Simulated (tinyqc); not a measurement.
Size effects in the resistivity of thin metal films and interconnect lines: one step, computed by the program tinyqc.

Electrons lose their drift at surfaces (a share 1 - p of the hits) and at grain boundaries (reflection R), besides bulk scattering.

Task: Grain boundaries. Mayadas-Shatzkes: alpha = (lambda/D) R/(1 - R); rho_b/rho = 1 - 3 alpha/2 + 3 alpha^2 - 3 alpha^3 ln(1 + 1/alpha).

Inputs (values chosen for the exercise, modelled on platinum): bulk mean free path lambda = 7.65 nm; grain-boundary reflection R = 0.43.

Geometry: film.

grain size D = 52.2 nm

Give: alpha; rho/rho_b from grains.

Result:

alpha = 0.1106

rho/rho_b from grains = 1.161

The linear estimate 1 + 3 alpha/2 gives 1.166, within 2 %.
